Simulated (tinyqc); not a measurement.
Vacuum evaporation: vapour pressure, source flux, thickness distribution, purity and step coverage: one step, computed by the program tinyqc. Command: `OMP_NUM_THREADS=1 python tinyqc.py 3114071 3114072 out.jsonl evap walk`. One thread of a shared host (Intel(R) Xeon(R) Processor @ 2.30GHz), about 0.01 s of CPU time with the checks.

Molecular flow, unit sticking of the metal, no re-evaporation. The background gas is taken as water vapour (18.015 g/mol, collision diameter 0.37 nm) at 300 K.

Task: Rate and uniformity on a fixed wafer above the source. A small source emits (n + 1) Phi area cos^n(phi)/(2 pi) per solid angle; on a parallel plane at height h and lateral distance l the arrival rate is (n + 1) Phi area/(2 pi h^2) x (1 + (l/h)^2)^(-(n + 3)/2). Growth rate = arrival rate x m/rho, m = M u. The wafer is fixed and centred above the source.

Inputs (values chosen for the exercise, modelled on nickel, with constants for the liquid): molar mass M = 58.69 g/mol; film density rho = 8.9 g/cm^3; source temperature T = 1690 K; source area = 0.16 cm^2; directionality n = 1; source-to-wafer distance h = 18 cm; wafer radius R = 15 cm.

flux Phi = 2.290419e+17 1/(cm^2 s)

Constants: u = 1.6605390666e-27 kg.

Give: arrival rate at the centre; growth rate at the centre; edge over centre; non-uniformity (max - min)/(max + min); share of the material that lands on the wafer, 1 - (1 + (R/h)^2)^(-(n + 1)/2).

Result:

arrival rate at the centre = 3.600e+13 1/(cm^2 s)

growth rate at the centre = 0.003942 nm/s

edge over centre = 0.3483

non-uniformity (max - min)/(max + min) = 48.34 %

share of the material that lands on the wafer, 1 - (1 + (R/h)^2)^(-(n + 1)/2) = 40.98 %
